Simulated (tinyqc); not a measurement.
How far the derived k.p bands hold: k.p values derived from sp3s* tight binding at Gamma.

sp3s* tight binding, nearest neighbours only: anion (a) at 0, cation (c) at a/4 (1,1,1), orbitals s, px, py, pz, s* on each; k in units of 2 pi/a. With phases e_j = exp(i (pi/2) k.n_j) for n = (1,1,1), (1,-1,-1), (-1,1,-1), (-1,-1,1): g0 = (e1+e2+e3+e4)/4, g1 = (e1+e2-e3-e4)/4, g2 = (e1-e2+e3-e4)/4, g3 = (e1-e2-e3+e4)/4. The diagonal holds the levels Esa, Epa, Exa (s*) and Esc, Epc, Exc. Anion-cation block: <sa|sc> = Vss g0; <sa|xc> = Vsapc g1; <xa|sc> = -Vscpa g1; <xa|xc> = Vxx g0; <xa|yc> = <ya|xc> = Vxy g3, <xa|zc> = <za|xc> = Vxy g2, <ya|zc> = <za|yc> = Vxy g1; <s*a|xc> = Vxapc g1; <xa|s*c> = -Vpaxc g1; y and z take g2 and g3 in place of g1; s-s* and s*-s* vanish.

Constants: hbar^2/2m0 = 3.80998211 eV angstrom^2.

Inputs chosen for the exercise (near a published set for InP, fitted to gaps, whose masses and valley positions are rough; shifted at random, so the results belong to these values and not to a real crystal):

| symbol | value | unit | meaning |
|---|---|---|---|
| a | 5.874 | angstrom | lattice constant |
| Esa | -8.556 | eV | s level of the anion |
| Epa | 0.878 | eV | p level of the anion |
| Esc | -1.492 | eV | s level of the cation |
| Epc | 4.06 | eV | p level of the cation |
| Exa | 8.247 | eV | s* level of the anion |
| Exc | 7.056 | eV | s* level of the cation |
| Vss | -5.388 | eV | s-s |
| Vxx | 1.898 | eV | px-px |
| Vxy | 4.195 | eV | px-py |
| Vsapc | 2.214 | eV | s anion, p cation |
| Vscpa | 5.558 | eV | s cation, p anion |
| Vxapc | 3.442 | eV | s* anion, p cation |
| Vpaxc | 4.504 | eV | p anion, s* cation |

Couplings:

| pair | P (eV angstrom) | E(first) - E(second) (eV) |
|---|---|---|
| S+ to P- | -7.16100 | 1.42611 |
| S+ to P+ | -1.63623 | -3.52715 |
| S- to P- | 2.30569 | -11.45885 |
| s*a to P- | -2.13730 | 8.25463 |
| s*c to P- | 5.99374 | 7.06363 |

mass = 0.12558 m0

L, M, N (eV angstrom^2): -39.5649  -6.0933  -41.8620

Along [100]: level 5 and level 2 of the full matrix against parabolas c k^2/m and L k^2, and against the two-level form that keeps S+ and the x state of P- exactly, [[EG + (c/m - P^2/EG) k^2, P k], [P k, (L + P^2/EG) k^2]]. Energies from Ev.

Levels (eV):

| k (1/angstrom) | c: full | c: parabola | c: two-level | v: full | v: parabola | v: two-level |
|---|---|---|---|---|---|---|
| 0.02 | 1.4381 | 1.4382 | 1.4381 | -0.0157 | -0.0158 | -0.0157 |
| 0.04 | 1.4725 | 1.4747 | 1.4726 | -0.0611 | -0.0633 | -0.0613 |
| 0.06 | 1.5253 | 1.5353 | 1.5259 | -0.1323 | -0.1424 | -0.1330 |
| 0.09 | 1.6283 | 1.6719 | 1.6308 | -0.2767 | -0.3205 | -0.2794 |
| 0.12 | 1.7472 | 1.8630 | 1.7541 | -0.4535 | -0.5697 | -0.4608 |
| 0.16 | 1.9135 | 2.2028 | 1.9311 | -0.7220 | -1.0129 | -0.7411 |
| 0.20 | 2.0757 | 2.6397 | 2.1109 | -1.0146 | -1.5826 | -1.0538 |
| 0.30 | 2.4209 | 4.1567 | 2.5346 | -1.8013 | -3.5608 | -1.9387 |

What can be read from this table?

The conduction parabola stays within 10 meV up to k = 0.04 and the two-level form up to 0.12; for the light valence band, 0.04 and 0.12 (1/angstrom, among these rows; a dash would mean not even the first). At 0.2 the errors are +564 and +35 meV for the conduction band. Keeping the strongest coupling exactly removes most of that error; the rest comes from higher bands and from the lattice.

tinyqc: `OMP_NUM_THREADS=1 python tinyqc.py 1451637 1451638 out.jsonl`; about 0.01 s, one thread, shared Intel(R) Xeon(R) Processor @ 2.30GHz.
